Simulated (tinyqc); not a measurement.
Off-state leakage of single and stacked transistors: two steps of the calculation.

n-channel devices of unit width. Subthreshold current I(Vg, Vs, Vd) = I0 (T/300 K)^0.5 exp[(Vg - Vs - VT(T) - gb (Vs - Vb) + dd (Vd - Vs))/(nf Vt)] (1 - exp(-(Vd - Vs)/Vt)), VT(T) = VT - cT (T - 300 K). Gate-edge tunnelling Ig (Vd/1 V) exp(ag (Vd - 1 V)), for a gate at 0 V, and band-to-band leakage Ab u exp(-Bb/u), u = Vd - Vb + 1 V, flow at a drain held at V; both are taken as independent of T. In a stack of off transistors (all gates at 0 V) the same subthreshold current passes through each.

Parameters, values chosen for the exercise; values of the order met in bulk silicon logic transistors: temperature T = 330 K; supply voltage V = 0.7 V; threshold at 300 K, zero drain and body bias VT = 0.32 V; fall of the threshold with temperature cT = 0.9 mV/K; current at threshold at 300 K I0 = 0.74 uA/um; slope factor nf = 1.21; drain-induced lowering per volt dd = 0.18; rise of the threshold per volt of source-body bias gb = 0.23; gate-edge tunnelling current at 1 V Ig = 0.0002 uA/um; exponential slope of the gate current ag = 5.9 1/V; prefactor of band-to-band leakage at the drain Ab = 3 uA/(um V); its exponential voltage Bb = 29 V; body voltage Vb = 0 V.

Constants: q = 1.602176634e-19 C, kB = 1.380649e-23 J/K, Vt = kB T/q. Results are converted to the units shown.

Task 1. Leakage of one transistor. Vg = Vs = 0, Vd = V; effective threshold VT(T) - gb Vb - dd V.

Wanted: effective threshold; parts; total; shares.

Result 1.

effective threshold = 0.16700 V
parts (nA/um): subthreshold 6.0552, gate edge 0.023847, band-to-band 1.9908e-4
total = 6.0793 nA/um
shares (%): subthreshold 99.604, gate edge 0.39226, band-to-band 0.0032746

The subthreshold part is the largest.

Task 2. New Vx. Stack of two, Vx the node between them: I_low = I(0, 0, Vx), I_up = I(0, Vx, V), f = ln(I_up/I_low), f' = -(1 + gb + 2 dd)/(nf Vt) - 1/(Vt (exp(Vx/Vt) - 1)) - 1/(Vt (exp((V - Vx)/Vt) - 1)), Vx(new) = Vx - f/f'.

Vx at the start = 0.079 V

Give: I_low; I_up; f; f'; Vx after iteration 1.

Result 2.

I_low = 0.22051 nA/um
I_up = 0.23780 nA/um
f = 0.075510
f' = -48.540 1/V
Vx after iteration 1 = 0.080556 V

Program tinyqc, `OMP_NUM_THREADS=1 python tinyqc.py 2242035 2242036 out.jsonl`; Intel Xeon 2.30GHz, shared host, one thread, about 0.03 s.
